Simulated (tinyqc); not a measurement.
## Surface potential of a MOS transistor: implicit equation and explicit approximations: effect of the channel-body voltage at fixed gate voltage

p-type body, charge-sheet picture, depletion and inversion only, full ionisation (an idealisation for deep acceptors), Boltzmann statistics (rough once Na exp(x - xn) passes about Nc/7). In units of Vt: xg = (Vg - Vfb)/Vt, x = psi/Vt, G = gamma/sqrt(Vt), xn = (2 phiF + Vc)/Vt. The implicit equation is (xg - x)^2 = G^2 [x - 1 + exp(x - xn)] for x above about 3. Cox = eps0 eox/tox.

ni = sqrt(Nc Nv) exp(-Eg/(2 Vt)), Eg in volts; phiF = Vt ln(Na/ni); gamma = sqrt(2 q eps0 eps_r Na)/Cox; VT = Vfb + Vt (xn + G sqrt(xn - 1)). Depletion value a = 1 + [sqrt(G^2/4 + xg - 1) - G/2]^2; inversion value b = xn + ln[(xg - xn)^2/G^2 - xn + 1] and first guess y = min(a, b) - ln(1 + exp(-|a - b|)) if a > xn + 1, else b = y = a; one second-order correction with D = exp(y - xn), p = 2 (xg - y) + G^2 (1 + D), w = (xg - y)^2 - G^2 (y - 1 + D): z = y + 2 w/(p + sqrt(p^2 - 2 (2 - G^2 D) w)), or the Newton step z = y + w/p where the root is not real. N_inv = (Cox Vt G/q) [sqrt(x - 1 + exp(x - xn)) - sqrt(x - 1)] at the root. Lambert form (Cox m Vt/q) W0[(G/(2 m sqrt(xn - 1))) exp((Vg - VT)/(m Vt))], m = 1 + G/(2 sqrt(xn - 1)). Errors under 1e-4 mV, and the linear form below VT, are printed as 0.

Parameters, values chosen for the exercise; band and dielectric values close to those of silicon:
- T = 250 K (temperature)
- Eg = 1.12 eV (band gap)
- eps_r = 11.9 (relative permittivity)
- Nc = 2.16e19 cm^-3 (conduction-band density of states at T)
- Nv = 2.03e19 cm^-3 (valence-band density of states at T)
- eox = 3.9 (relative permittivity of the gate insulator (close to silicon dioxide))
- tox = 10 nm (insulator thickness)
- Na = 1.3e16 cm^-3 (acceptor density)
- Vfb = -0.76 V (flat-band voltage)
- Vg = 1.02 V (gate-body voltage)

Constants: q = 1.602176634e-19 C, kB = 1.380649e-23 J/K, Vt = kB T/q, eps0 = 8.8541878128e-14 F/cm where lengths are in cm. Results are converted to the units shown.

Effect of the channel-body voltage at fixed gate voltage:

| Vc (V) | psi (V) | x - xn | error of y (mV) | error of z (mV) | N_inv (cm^-2) | Cox (Vg - VT)/q (cm^-2) | Lambert form (cm^-2) |
|---|---|---|---|---|---|---|---|
| 0 | 0.9467 | 6.725 | 7.33 | -0.188 | 1.398e12 | 1.743e12 | 1.451e12 |
| 0.2 | 1.135 | 6.161 | 8.96 | -0.374 | 9.549e11 | 1.268e12 | 9.929e11 |
| 0.4 | 1.317 | 5.348 | 12.0 | -1.11 | 5.272e11 | 7.969e11 | 5.494e11 |
| 0.6 | 1.483 | 3.770 | 18.0 | 4.91 | 1.401e11 | 3.293e11 | 1.459e11 |
| 0.8 | 1.543 | -2.720 | 0.102 | 0 | 2.377e8 | 0 | 2.329e8 |
| 1 | 1.543 | -12.00 | 0 | 0 | 2.220e4 | 0 | 1.989e4 |
| 1.2 | 1.543 | -21.28 | 0 | 0 | 2.063 | 0 | 1.654 |

What does the table show?

As Vc goes from 0 to 1.2, psi rises from 0.947 to 1.54 V, x - xn falls from 6.72 to -21.3 and N_inv falls from 1.40e12 to 2.06 cm^-2. The Lambert form lies between 0.802 and 1.04 times N_inv. psi follows Vc only while the surface is inverted; once x falls below xn it settles at the depletion value. For Vc = 0, 0.2 the electron quasi-Fermi level lies less than 2 Vt below the band edge at the surface, or above it, where degeneracy and confinement, left out, matter.

Computed by the program tinyqc: `OMP_NUM_THREADS=1 python tinyqc.py 2122071 2122072 out.jsonl`, one thread of a shared Intel Xeon 2.30GHz, about 0.01 s for the whole run.
